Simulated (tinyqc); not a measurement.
Worked calculation: Frenkel-Kontorova chain: a misfit dislocation (kink) in a monolayer on a periodic substrate. Computed by tinyqc, a small Python program that keeps every step. Command: `OMP_NUM_THREADS=1 python tinyqc.py 3021885 3021886 out.jsonl fkchain walk`. One thread of a shared host (Intel(R) Xeon(R) Processor @ 2.30GHz), about 0.02 s of CPU time with the checks. Intermediate numbers are printed to about 6 digits and carried at full precision; extremes and crossings named in words are read from the listed rows.

E = sum_j [(k/2)(x_(j+1) - x_j - b)^2 + (W/2)(1 - cos(2 pi x_j/a))], x_j = a (j + u_j). A kink takes u from 0 to 1: the chain is stretched by one period and has one atom fewer than wells.

Inputs (values chosen for the exercise, for a model overlayer):
```
quantity              value           unit
spring constant k      3.28  eV/angstrom^2
substrate period a     2.79       angstrom
corrugation W          1.72             eV
misfit f = (b - a)/a   0.25              -
atoms on each side n      9              -
atomic mass M          34.3              u
```

Relaxation: Newton steps.

Constants: nu for 1 eV/(angstrom^2 u) = 15.6333042 THz.

## Continuum limit

l0 = sqrt(k a^2/(2 W)); kink u(j) = (2/pi) arctan exp(pi j/l0); kink energy at f = 0: E0 = (4/pi) W l0; with misfit E0 - k a^2 f; kinks become favourable at f_c = 2/(pi l0), and a coherent chain with free ends loses stability at f_m = 1/l0. Lowest vibration of the flat chain: nu0 = 15.6333042 THz x sqrt(2 pi^2 W/(a^2 M)).

kink width l0 = 2.72434

kink energy E0 = 5.96624 eV

kink energy with misfit = -0.416725 eV

critical misfit f_c = 0.233678

limit f_m = 0.367061

gap frequency nu0 = 5.57479 THz

f_c < f < f_m: kinks lower the energy, but must enter over a barrier at the ends. Caution: a corrugation above 1 eV is larger than real overlayers usually show; it is chosen to keep the kink narrow. Caution: for l0 below about 3 the kink spans few atoms, and the continuum kink energy is off by about 2 per cent or more.

## Start between two atoms

Discrete chain at f = 0, ends held at u = 0 and 1: E = (k a^2/2) sum (u_(j+1) - u_j)^2 + (W/2) sum (1 - cos 2 pi u_j), gradient g_j = k a^2 (2 u_j - u_(j-1) - u_(j+1)) + pi W sin(2 pi u_j), Hessian 2 k a^2 + 2 pi^2 W cos(2 pi u_j) on the diagonal and -k a^2 beside it. Free atoms j = -n..n-1 start from the continuum shape centred half-way, at j + 1/2.

u at the start: 0.000035  0.000112  0.000354  0.001121  0.003550  0.011246  0.035596  0.111731  0.325867  0.674133  0.888269  0.964404  0.988754  0.996450  0.998879  0.999646  0.999888  0.999965

E at the start = 5.84745 eV

gradient (eV): 0.00015  -0.00044  -0.00139  -0.00441  -0.01395  -0.04370  -0.12367  -0.03398  1.37657  -1.37657  0.03398  0.12367  0.04370  0.01395  0.00441  0.00139  0.00044  -0.00015

## Relaxation

Start as above (continuum shape at j + 1/2, j = -n..n-1, l0 = sqrt(k a^2/(2 W))). u(new) = u - H^-1 g; stop when the largest gradient is below 1e-9 eV.

Course:
```
step   E (eV)  largest gradient (eV)
1     5.84745            1.37657e+00
2     5.81304            6.64874e-02
3     5.81296            1.46772e-04
4     5.81296            7.42663e-10
```

relaxed u: 0.000043  0.000142  0.000431  0.001292  0.003870  0.011595  0.034726  0.103669  0.300924  0.699076  0.896331  0.965274  0.988405  0.996130  0.998708  0.999569  0.999858  0.999957

energy, centre between atoms = 5.81296 eV

last gradient = 7.42663e-10 eV

Converged; the discrete energy is 0.9743 of the continuum value, which puts the discrete f_c = E/(k a^2) at 0.2277.

## Peierls barrier

Repeat by Newton steps with an atom at the centre (j = -n..n, u_0 = 1/2). Barrier = difference of the two energies; the lowest Hessian eigenvalue tells minimum from saddle.

energy, centre on an atom = 5.87075 eV

Peierls barrier = 57.7955 meV

lowest eigenvalue, between atoms = 4.68540 eV

lowest eigenvalue, on an atom = -4.34159 eV

The atom-centred kink, with an atom on top of the corrugation, is a saddle and the other a minimum. The barrier is 3.4 % of W, what one atom alone would climb.

## Kink density above f_c

Frank and van der Merwe: the modulus q solves f = 2 E(q)/(pi l0 q), and the kinks per atom are pi/(2 l0 q K(q)), with the complete elliptic integrals K and E; strain left = f - density (for f above f_c = 2/(pi l0)).

Continuum ground state:
```
f              q  kinks per atom  strain left
0.2348  0.999044        0.127739     0.107061
0.2384  0.995229        0.155736     0.082664
0.2454  0.986638        0.181737     0.063663
0.2570  0.970801        0.209070     0.047930
0.2804  0.936237        0.248388     0.032012
0.3271  0.865545        0.309112     0.017988
0.3973  0.767276        0.387839     0.009461
0.5141  0.635302        0.509860     0.004240
```

0.48 % above f_c the density is already 0.54 of f: kinks repel only exponentially, so they flood in, as 1/|ln(f - f_c)|. At 2.2 f_c they take up 99.2 % of the misfit and the layer floats nearly free.

Checks made by the program: energy against a quasi-Newton minimiser (relative difference below 1e-10).
